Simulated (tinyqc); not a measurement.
Capacitances against the line height.

Endless row of lines of width wl, height tl and space sl between grounded planes at distance hd; e2 fills the gaps beside the lines, e1 the rest. Laplace's equation is solved on meshes of 3, 6 and 12 steps per unit u and extrapolated (Aitken), which is good to about 0.2 %. C_even (all lines at 1 V) is the capacitance Cg to the planes; C_odd (neighbours in antiphase) = Cg + 4 Cc if only nearest neighbours couple, which defines Cc; total with quiet neighbours Cg + 2 Cc. Plate values 2 eps0 e1 wl/hd and eps0 e2 tl/sl.

Parameters, values chosen for the exercise: relative permittivity above and below the lines e1 = 2.4; relative permittivity between the lines e2 = 2; line width, in units u wl = 6 u; space between lines sl = 8 u; distance to each plane hd = 4 u.

Constants: eps0 = 8.8541878128e-12 F/m. Results are converted to the units shown.

The same in every row: plate Cg (aF/um) = 63.8.

Result of one run:
```
tl (u),Cg (aF/um),Cc (aF/um),Cg + 2 Cc (aF/um),C_odd (aF/um),plate Cc (aF/um),"share of coupling, 2 Cc/(Cg + 2 Cc) (%)"
2,113,3.63,120,127,4.43,6.04
```

What becomes of these results when the line height tl is changed from 2 to 8 u, all else the same?

Result of the changed run:
```
tl (u),Cg (aF/um),Cc (aF/um),Cg + 2 Cc (aF/um),C_odd (aF/um),plate Cc (aF/um),"share of coupling, 2 Cc/(Cg + 2 Cc) (%)"
8,122,14.9,152,181,17.7,19.7
```

The whole series:
```
tl (u),Cg (aF/um),Cc (aF/um),Cg + 2 Cc (aF/um),C_odd (aF/um),plate Cc (aF/um),"share of coupling, 2 Cc/(Cg + 2 Cc) (%)"
2,113,3.63,120,127,4.43,6.04
4,118,6.91,132,146,8.85,10.5
6,121,10.8,142,164,13.3,15.1
8,122,14.9,152,181,17.7,19.7
12,123,23.6,170,217,26.6,27.8
16,123,32.4,187,252,35.4,34.6
```

As tl goes from 2 to 16, Cg rises from 113 to 123 aF/um, Cc rises from 3.63 to 32.4 aF/um and the share of coupling rises from 6.04 to 34.6 %. Cg is 1.77 times its plate value in the first row and 1.92 times in the last; for Cc the ratios are 0.819 and 0.915. Neighbours in antiphase raise the load by a factor of 1.06 and 1.35 over quiet ones.

Computed by the program tinyqc: `OMP_NUM_THREADS=1 python tinyqc.py 2790190 2790191 out.jsonl`, one thread of a shared Intel Xeon 2.30GHz, about 0.9 s for the whole run.
